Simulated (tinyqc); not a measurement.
Single-junction solar cell, detailed-balance limit: course of the iteration: maximum power point by Newton steps.

Every photon above the gap Eg makes one pair and none below is absorbed; carriers thermalise at T and move without loss. Jsc = q fs X Phi(Eg, Ts); the dark current is J0 = q ge Phi(Eg, T)/ERE with the Boltzmann factor exp(V/Vt). The efficiency is the electrical power over fs X sigma Ts^4.

With v = V/Vt the power is largest where f = (1 + v) exp(v) - 1 - Jsc/J0 vanishes; f' = (2 + v) exp(v), v(new) = v - f/f'.

Stop when v changes by less than 1e-10, or after 8 iterations.

v at the start = 86
Jsc = 3.61381 mA/cm^2
J0 = 9.16149e-27 mA/cm^2

Course of the iteration:
```
iteration        v  |change|
1          85.0114     0.989
2          84.0229     0.989
3          83.0345     0.988
4          82.0462     0.988
5          81.0581     0.988
6          80.0702     0.988
7          79.0824     0.988
8          78.0947     0.988
```

Did this iteration meet its convergence test, and what does its course show?

No. Not converged within 8 iterations. Each step lowers v by about 0.99: far above the root the exponential dominates f, and a Newton step on it has a length near one. The root is 57.18. A rerun with substitution, v(new) = ln[(1 + Jsc/J0)/(1 + v)], from the same start converges in 8 iterations.

Program tinyqc, `OMP_NUM_THREADS=1 python tinyqc.py 2820019 2820020 out.jsonl`; Intel Xeon 2.30GHz, shared host, one thread, about 0.01 s.
